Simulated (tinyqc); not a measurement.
Worked calculation: lattice vibrations of a chain. Computed by tinyqc, a small Python program that keeps every step. Command: `OMP_NUM_THREADS=1 python tinyqc.py 21799 21800 out.jsonl` (the two numbers bound the seeds that draw the settings). One thread of a shared host (Intel(R) Xeon(R) Processor @ 2.60GHz), about 0.01 s of CPU time with the checks.

## Dynamical matrix at q = 0.39

A chain moving along its axis:
```
atom    mass (u)  spring to the next atom (eV/angstrom^2)
1     103.100000                                21.500000
2       8.900000                                 5.900000
```

q is in units of 2 pi/a. A spring k from atom i to atom j, n cells on, adds k to Phi_ii and Phi_jj, -k exp(2 pi i q n) to Phi_ij and the conjugate to Phi_ji (for one atom a cell: 2k (1 - cos 2 pi q n)); D_ij = Phi_ij / sqrt(m_i m_j).

D(q) (eV/(angstrom^2 u)):
```
[[0.265761, -0.559689+0.124153i],
 [-0.559689-0.124153i, 3.078652]]
```

## Frequencies

omega^2 are the eigenvalues; wavenumber = 521.4708 sqrt(eigenvalue) 1/cm.

eigenvalues: [0.153406, 3.191007]

wavenumbers (1/cm): [204.2, 931.5]

weights |e|^2 of the mass-weighted modes, order atom 1, atom 2:
```
[[0.963012, 0.036988],
 [0.036988, 0.963012]]
```

## Dispersion and heat capacity

C/k_B per atom = mean over q = (j + 1/2)/80, j = 0..39 and all branches of y^2 e^y/(e^y - 1)^2, y = hc wavenumber / k_B T.

Wavenumbers (1/cm):
```
q           branch 1    branch 2
0.000000    0.000000  953.652118
0.062500   41.406301  952.752791
0.125000   81.442319  950.168149
0.187500  118.727687  946.232582
0.250000  151.874325  941.481042
0.312500  179.515278  936.603773
0.375000  200.373720  932.364057
0.437500  213.376922  929.474395
0.500000  217.797622  928.448468
```

Heat capacity:
```
T (K)  C/k_B per atom
20           0.069757
50           0.191878
100          0.353934
200          0.480195
300          0.592567
600          0.826989
1200         0.948747
```

zero-point energy per atom = 33.434212 meV
